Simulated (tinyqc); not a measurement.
Inside a calculation. Method: harmonic frequencies on the RHF/sto-6g surface (energies and gradients from PySCF), for BeH+, spin multiplicity 1. Computed by tinyqc, a small Python program that keeps every step (integrals from PySCF). Settings: charge = 1, multiplicity = 1, basis = sto-6g, delta = 0.002. Command: `OMP_NUM_THREADS=1 python tinyqc.py 25146 25147 out.jsonl` (the two numbers bound the seeds that draw the settings). One thread of a shared host (Intel(R) Xeon(R) Processor @ 2.60GHz), about 2 s of CPU time with the checks.

## One row of the Hessian: 1Bez

optimised positions (bohr):
```
           x        y         z
1Be  0.00000  0.00000  -0.14665
2H   0.00000  0.00000   2.33874
```

gradient at +delta (hartree/bohr):
```
             x          y           z
1Be  0.0000000  0.0000000   0.0004388
2H   0.0000000  0.0000000  -0.0004388
```

gradient at -delta (hartree/bohr):
```
             x          y           z
1Be  0.0000000  0.0000000  -0.0004349
2H   0.0000000  0.0000000   0.0004349
```

Displace 1Bez by +/-0.002 bohr; H(k, :) = (g(+) - g(-)) / (2 delta).

row of the Hessian (hartree/bohr^2): 1Bex 0.0000000, 1Bey 0.0000000, 1Bez 0.2184296, 2Hx 0.0000000, 2Hy 0.0000000, 2Hz -0.2184296

## Hessian by finite differences

All rows are made in the same way, and the matrix is symmetrised.

Hessian (symmetrised) (hartree/bohr^2):
```
            1Bex        1Bey        1Bez         2Hx         2Hy         2Hz
1Bex  -0.0000003   0.0000000   0.0000000   0.0000003   0.0000000   0.0000000
1Bey   0.0000000  -0.0000003   0.0000000   0.0000000   0.0000003   0.0000000
1Bez   0.0000000   0.0000000   0.2184296   0.0000000   0.0000000  -0.2184296
2Hx    0.0000003   0.0000000   0.0000000  -0.0000003   0.0000000   0.0000000
2Hy    0.0000000   0.0000003   0.0000000   0.0000000  -0.0000003   0.0000000
2Hz    0.0000000   0.0000000  -0.2184296   0.0000000   0.0000000   0.2184296
```

## Normal modes

masses (u): 1Be 9.01218, 2H 2.01410

Diagonalise H_ij / sqrt(m_i m_j); the 5 smallest eigenvalues belong to translations and rotations; wavenumber = sqrt(eigenvalue / 1822.888) x 219474.63; each mode has its largest component positive (the first on a tie); zero-point energy = sum of wavenumbers / 2, with 349.755 1/cm per kcal/mol. A mass of 2.014 u marks deuterium.

eigenvalues of the mass-weighted Hessian (hartree/(bohr^2 u)): 0.00000  0.00000  0.00000  0.00000  0.00000  0.13269

harmonic wavenumbers of the vibrations (1/cm): 1872.5

mass-weighted modes:
```
        mode 1
1Bex   0.00000
1Bey   0.00000
1Bez  -0.42739
2Hx    0.00000
2Hy    0.00000
2Hz    0.90407
```

zero-point energy = 2.67686 kcal/mol
